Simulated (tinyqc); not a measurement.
Worked calculation: Wannier functions of a composite (isolated) pair of valence bands (bonds of an sp chain). Values are carried at full precision from step to step, so a last printed digit may differ when a step is redone from the rounded ones.

Each atom has a hybrid pointing left (<) and right (>). H(k): diagonal +V3 on A, -V3 on B; <A<|A>> = -V1a, <B<|B>> = -V1b, <A>|B<> = -V2, <B>|A<> = -V2p exp(ik); k in 1/a, Bloch sums with exp(ikR). The two lowest bands are filled. Trial functions in cell 0: g1 = cos(c) A> + sin(c) B<, and g2 = sin(c) B> + cos(c) A< of cell 1, whose Bloch vector has cos(c) exp(-ik) on A<. Projection A_mn = <psi_m|g_n>, S = A^+ A, Loewdin U = A S^(-1/2), Bloch-like states w_n = sum_m psi_m U_mn, H_W(k) = U^+ diag(E) U. P = sum_m |psi_m><psi_m| is free of phase choices, and S = g^+ P g, w = P g S^(-1/2).

Values chosen for the exercise:
- V2 = 4.29 eV (coupling in the bond A-B inside the cell)
- V2p = 3.09 eV (coupling in the bond to the next cell)
- V1a = 1.31 eV (coupling of the two hybrids on A)
- V1b = 0.98 eV (the same on B)
- V3 = 1.67 eV (A at +V3, B at -V3)
- j = 1 (mesh point, k = 2 pi j/N)
- N = 6 (k points)
- c = 55 degrees (trial bonds cos(c) on A, sin(c) on B)
- xb = 0.44 a (position of B (A at 0))

## H at one mesh point

Fill in the matrix.

H(k) (eV), rows A<, A>, B<, B> and columns alike:
$$\begin{pmatrix}
1.6700 & -1.3100 & 0 & -1.5450+2.6760i \\
-1.3100 & 1.6700 & -4.2900 & 0 \\
0 & -4.2900 & -1.6700 & -0.9800 \\
-1.5450-2.6760i & 0 & -0.9800 & -1.6700
\end{pmatrix}$$

## Levels and the projector on the filled bands

Diagonalise; P = sum over the two lowest states of |psi><psi|.

levels (eV): [-5.1791, -3.0126, 2.8786, 5.3130]

P, rows A<, A>, B<, B> and columns alike:
$$\begin{pmatrix}
0.2674 & 0.0452+0.0445i & 0.0266+0.0175i & 0.2019-0.3874i \\
0.0452-0.0445i & 0.3251 & 0.4631+0.0136i & -0.0148-0.0229i \\
0.0266-0.0175i & 0.4631-0.0136i & 0.6742 & 0.0211+0.0594i \\
0.2019+0.3874i & -0.0148+0.0229i & 0.0211-0.0594i & 0.7333
\end{pmatrix}$$

The filled states put 1.185 electrons on A and 2.815 on B at this k.

## Loewdin orthogonalisation

The trial vectors are the columns g1 = (0, cos c, sin c, 0), g2 = (cos c exp(-ik), 0, 0, sin c), k = 2 pi j/N. Form S = g^+ P g, its eigenvalues, S^(-1/2), and w = P g S^(-1/2).

S, rows 1, 2 and columns alike:
$$\begin{pmatrix}
0.9946 & 0.0011-0.0060i \\
0.0011+0.0060i & 0.9901
\end{pmatrix}$$

eigenvalues of S: [0.9859, 0.9988]

S^(-1/2), rows 1, 2 and columns alike:
$$\begin{pmatrix}
1.0027 & -0.0005+0.0030i \\
-0.0005-0.0030i & 1.0050
\end{pmatrix}$$

w, rows A<, A>, B<, B>; columns 1, 2:
$$\begin{pmatrix}
0.0463+0.0395i & 0.2431-0.4523i \\
0.5673+0.0112i & -0.0217-0.0525i \\
0.8202-0.0079i & 0.0159+0.0331i \\
0.0084-0.0382i & 0.8554+0.0109i
\end{pmatrix}$$

The combinations of the trial bonds that diagonalise S lie 98.6 to 99.9 % inside the filled space; an eigenvalue near zero would mark a poor choice.

## The Hamiltonian in the new basis

H_W = w^+ H w; its eigenvalues must be the two filled levels.

H_W(k) (eV), rows 1, 2 and columns alike:
$$\begin{pmatrix}
-4.643 & -0.875+0.329i \\
-0.875-0.329i & -3.548
\end{pmatrix}$$

eigenvalues (eV): [-5.179, -3.013]

## Hoppings between the Wannier functions

H_mn(R) = (1/N) sum_k exp(-ikR) H_W,mn(k), the coupling of function m in cell 0 to function n in cell R.

H(R) (eV):
```
R        11       12       21       22
-2   0.0007  -0.0029  -0.0002   0.0006
-1   0.0333  -0.3830  -0.0060   0.0312
0   -4.6758  -0.6822  -0.6822  -3.5790
1    0.0333  -0.0060  -0.3830   0.0312
2    0.0007  -0.0002  -0.0029   0.0006
3    0.0000  -0.0001  -0.0001   0.0000
```

The bond levels are -4.676 and -3.579 eV, against -sqrt(V2^2 + V3^2) = -4.604 and -3.512 for isolated bonds. Neighbouring bonds couple by -0.682 eV through B; the bond-orbital estimate is -V1b (1 + ap)/2 = -0.692 with the mean V2 in ap = V3/sqrt(V2^2 + V3^2).

## The functions in real space

w_n(R) = (1/N) sum_k exp(ikR) w_n(k); point-like hybrids at R (A) and R + xb (B) give centres and spreads.

Function 1:
```
R        A<       A>       B<       B>
-2   0.0001   0.0002   0.0000  -0.0013
-1   0.0013   0.0054  -0.0014  -0.0428
0    0.0664   0.5681   0.8174   0.0290
1   -0.0428  -0.0071   0.0074   0.0001
2   -0.0013  -0.0002   0.0003   0.0000
3   -0.0001   0.0000   0.0000  -0.0001
```

centres (a): 1 0.2953, 2 0.5913

spreads (a^2): 1 0.0449, 2 0.0638

Function 1 has 99.1 % of its weight on the two hybrids of its bond. Its centre lies +0.0753 a from the middle of the bond, towards B, the atom with the lower level.

## Checks

- Eigenvalues of H_W against the filled levels: they agree to 1e-10 or better.
- W^+ w against the unit matrix: they agree to 1e-10 or better.

Program tinyqc; command `OMP_NUM_THREADS=1 python tinyqc.py 1450235 1450236 out.jsonl`; about 0.2 s on one thread of a shared Intel(R) Xeon(R) Processor @ 2.30GHz.
